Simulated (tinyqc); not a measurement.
Off-state leakage of single and stacked transistors: two steps of the calculation.

n-channel devices of unit width. Subthreshold current I(Vg, Vs, Vd) = I0 (T/300 K)^0.5 exp[(Vg - Vs - VT(T) - gb (Vs - Vb) + dd (Vd - Vs))/(nf Vt)] (1 - exp(-(Vd - Vs)/Vt)), VT(T) = VT - cT (T - 300 K). Gate-edge tunnelling Ig (Vd/1 V) exp(ag (Vd - 1 V)), for a gate at 0 V, and band-to-band leakage Ab u exp(-Bb/u), u = Vd - Vb + 1 V, flow at a drain held at V; both are taken as independent of T. In a stack of off transistors (all gates at 0 V) the same subthreshold current passes through each.

Parameters, values chosen for the exercise; values of the order met in bulk silicon logic transistors:
```
symbol  value       unit                                             meaning
T         300          K                                         temperature
V         1.1          V                                      supply voltage
VT       0.29          V        threshold at 300 K, zero drain and body bias
cT        0.5       mV/K              fall of the threshold with temperature
I0       0.22      uA/um                       current at threshold at 300 K
nf       1.24                                                   slope factor
dd       0.11                                drain-induced lowering per volt
gb       0.24             rise of the threshold per volt of source-body bias
Ig       1e-6      uA/um                 gate-edge tunnelling current at 1 V
ag        4.2        1/V               exponential slope of the gate current
Ab          3  uA/(um V)      prefactor of band-to-band leakage at the drain
Bb         21          V                             its exponential voltage
Vb       -0.3          V                                        body voltage
```

Constants: q = 1.602176634e-19 C, kB = 1.380649e-23 J/K, Vt = kB T/q. Results are converted to the units shown.

Problem 1. Leakage of one transistor. Vg = Vs = 0, Vd = V; effective threshold VT(T) - gb Vb - dd V.

Find: effective threshold; parts; total; shares.

Solution 1.

effective threshold = 0.24100 V
parts (nA/um): subthreshold 0.11951, gate edge 0.0016742, band-to-band 1.1409
total = 1.2621 nA/um
shares (%): subthreshold 9.4691, gate edge 0.13265, band-to-band 90.398

The band-to-band part is the largest.

Problem 2. New Vx. Stack of two, Vx the node between them: I_low = I(0, 0, Vx), I_up = I(0, Vx, V), f = ln(I_up/I_low), f' = -(1 + gb + 2 dd)/(nf Vt) - 1/(Vt (exp(Vx/Vt) - 1)) - 1/(Vt (exp((V - Vx)/Vt) - 1)), Vx(new) = Vx - f/f'.

Vx at the start = 0.083 V

Give: I_low; I_up; f; f'; Vx after iteration 1.

Solution 2.

I_low = 0.0034989 nA/um
I_up = 0.0036256 nA/um
f = 0.035554
f' = -47.170 1/V
Vx after iteration 1 = 0.083754 V

Numbers from tinyqc (`OMP_NUM_THREADS=1 python tinyqc.py 2242094 2242095 out.jsonl`; about 0.03 s on one thread of a shared Intel Xeon 2.30GHz).
